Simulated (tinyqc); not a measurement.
# A particle near a wafer in liquid: double-layer and van der Waals forces (DLVO), deposition barrier and removal, step by step

A worked calculation. Computed by tinyqc, a small Python program that keeps every step. Command: `OMP_NUM_THREADS=1 python tinyqc.py 3110219 3110220 out.jsonl dlvo walk`. One thread of a shared host (Intel(R) Xeon(R) Processor @ 2.30GHz), about 0.01 s of CPU time with the checks. Intermediate numbers are printed to about 6 digits and carried at full precision; extremes and crossings named in words are read from the listed rows.

Sphere and flat wall, Derjaguin approximation, constant potentials in the linear-superposition form, no retardation and no hydration force.

Inputs (values chosen for the exercise, of the order of those for silica on silica in water): particle radius R = 22 nm; Hamaker constant A = 4.8e-21 J; potential of the particle psi_1 = -14 mV; potential of the wafer psi_2 = -26 mV; salt concentration c = 0.019 mol/L; valence z of the symmetric salt = 2; temperature T = 343 K; dielectric constant of the liquid = 63.7; gap h = 1 nm; contact distance h0 = 0.4 nm; contact radius over R = 0.15; viscosity = 0.5 mPa s.

Constants: e = 1.602176634e-19 C; N_A = 6.02214076e+23 1/mol; eps_0 = 8.8541878128e-12 F/m; k_B = 1.380649e-23 J/K; k_B = 8.617333262e-05 eV/K.

## Screening

kappa^2 = 2 z^2 e^2 N_A (1000 c)/(eps eps_0 k_B T); gamma_i = tanh(z e psi_i/(4 k_B T)); Z = 64 pi eps eps_0 (k_B T/(z e))^2 gamma_1 gamma_2.

kappa = 0.937940 1/nm

Debye length = 1.06617 nm

gamma_1 = -0.232496

gamma_2 = -0.413496

Z = 2.38111 pN

kappa R = 20.6347

Like signs: the double layers repel.

## Energy and force at one gap

U(h) = Z R exp(-kappa h) - A R/(6 h); F(h) = -dU/dh = kappa Z R exp(-kappa h) - A R/(6 h^2), positive for repulsion.

double-layer energy = 4.32995 k_B T

van der Waals energy = -3.71651 k_B T

U(h) = 0.613444 k_B T

F(h) = 1.63249 pN

Caution: for kappa h below 1 linear superposition is only rough, and charge regulation matters.

## The curve

The formulas are those given above.

Against the gap:
```
h (nm)  kappa h  U (k_B T)        F (pN)
0.4      0.3752   -1.68996  -7.62370e+01
0.6      0.5628    0.10697  -2.09009e+01
1.0      0.9379    0.61344   1.63249e+00
1.5      1.4069    0.23135   4.21052e+00
2.5      2.3448   -0.42620   1.89402e+00
4.0      3.7518   -0.66944   5.34787e-02
7.0      6.5656   -0.51535  -2.90003e-01
12.0    11.2553   -0.30957  -1.21586e-01
20.0    18.7588   -0.18583  -4.39996e-02
40.0    37.5176   -0.09291  -1.10000e-02
```

Caution: in rows where h is not small against R, A R/(6 h) overstates the van der Waals term. Caution: in rows with kappa h below 1 linear superposition is only rough.

## Barrier and secondary minimum

F = 0 reads x^2 exp(-x) = y with x = kappa h and y = A kappa/(6 Z); the left side peaks at x = 2 with 4/e^2 = 0.5413, so roots exist for smaller y: x < 2 is the barrier, x > 2 the secondary minimum.

y = 0.315126

position of the barrier = 0.922454 nm

barrier height = 0.627685 k_B T

position of the secondary minimum = 4.10680 nm

energy at the secondary minimum = -0.670027 k_B T

A barrier of this size slows deposition by roughly exp(barrier).

## Critical salt concentration

The barrier height is zero when U = 0 and F = 0 together: kappa h = 1 and kappa = 6 Z/(e A), e = 2.718282 here; c follows from kappa^2, with the potentials held fixed.

critical kappa = 1.09495 1/nm

critical concentration = 0.0258937 mol/L

## Adding salt

kappa scales as sqrt(c); potentials are held fixed. A dash marks rows without a maximum.

Against the concentration:
```
c (mol/L)  Debye length (nm)  barrier at (nm)  barrier (k_B T)  minimum at (nm)  minimum (k_B T)
2.59e-06             91.3171          5.71506          9.74040      9.37090e+02     -3.57953e-03
2.59e-05             28.8770          3.29784          8.74101      2.54239e+02     -1.29578e-02
2.59e-04              9.1317          1.94883          7.02891      6.63872e+01     -4.82818e-02
1.29e-03              4.0917          1.38946          5.20199      2.50584e+01     -1.24096e-01
5.18e-03              2.0419          1.07866          3.07688      1.02892e+01     -2.89522e-01
1.29e-02              1.2939          0.95282          1.39632      5.48012e+00     -5.18054e-01
2.33e-02              0.9628          0.91447          0.21466      3.49752e+00     -7.70104e-01
3.88e-02              0.7461          0.94004         -0.81575      2.22703e+00     -1.10974e+00
7.77e-02              0.5272                -                -                -                -
```

At low salt the barrier tends to Z R = 11.1 k_B T; it is half of that between 2.6e-4 and 0.0013 mol/L and changes sign at 0.026 mol/L, while the secondary minimum deepens to -0.77 k_B T at 0.9 of that.

## Removing an attached particle

Adhesion F_a = A R/(6 h0^2) [1 + a^2/(R h0)] - kappa Z R exp(-kappa h0), a the contact radius. Drag in a shear flow F_d = 1.7 x 6 pi mu R^2 G, acting at 1.4 R; rolling starts when 1.4 R F_d = a F_a. Wall shear stress = mu G.

van der Waals adhesion = 246.125 pN

net adhesion F_a = 212.362 pN

wall shear stress for rolling = 1467.05 Pa

shear rate G = 2.93410e+06 1/s

Checks made by the program: force against a difference of U (relative difference 9e-10).
